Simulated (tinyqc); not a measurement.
Levels of description: finite square well with mass mismatch (envelope functions).

A square well of width L and depth V0, mass mw inside and mb outside, energies from the bottom of the well, c = hbar^2/2m0. k = sqrt(mw E/c), kappa = sqrt(mb (V0 - E)/c). psi and psi'/m are continuous at the walls (BenDaniel-Duke), so level n solves k L + 2 atan[(k/mw)/(kappa/mb)] = n pi.

Non-parabolic bands: mw is replaced by mw (1 + alpha_w E) and mb by mb (1 - alpha_b (V0 - E)), in k, kappa and the matching condition alike.

Constants: hbar^2/2m0 = 3.80998211 eV angstrom^2.

Values chosen for the exercise (near those of a strained Si well in SiGe; the results hold for these values, not for the real material): L = 45 angstrom (well width); V0 = 0.183 eV (barrier height); mw = 0.917 m0 (mass in the well); mb = 0.964 m0 (mass in the barrier); alpha_w = 0.48 1/eV (non-parabolicity in the well); alpha_b = 0.39 1/eV (non-parabolicity in the barrier).

The same well five ways. mb = mw: the barrier takes the mass of the well. psi' continuous: kappa holds mb but the condition drops the masses, k L + 2 atan(k/kappa) = n pi. The last column is measured against BenDaniel-Duke.

Levels (eV):
```
model                E1      E2      E3  E1 - E1(BDD) (meV)
infinite walls   0.0203  0.0810  0.1823                 6.6
mb = mw          0.0137  0.0541  0.1175                 0.1
BenDaniel-Duke   0.0136  0.0537  0.1169                 0.0
psi' continuous  0.0138  0.0545  0.1180                 0.2
non-parabolic    0.0137  0.0532  0.1133                 0.1
```

Hard walls put E1 6.6 meV too high. Ignoring the mass step moves it by +0.1 meV and the wrong matching by +0.2 meV: with mb/mw = 1.05, continuity of psi'/m lets the slope outside be 1.05 times the slope inside, which acts like a softer wall. Non-parabolicity shifts E1 by +0.1 meV, the balance of a heavier mass in the well, which lowers it, and a lighter mass deep in the barrier, which hardens the wall. Among the finite wells the largest departure in E1 is that of the model 'psi' continuous'.

Computed by tinyqc, a small Python program: `OMP_NUM_THREADS=1 python tinyqc.py 1250692 1250693 out.jsonl` (the numbers bound the seed that draws the inputs); one thread of a shared host (Intel(R) Xeon(R) Processor @ 2.30GHz), about 0.01 s for the whole set of steps.
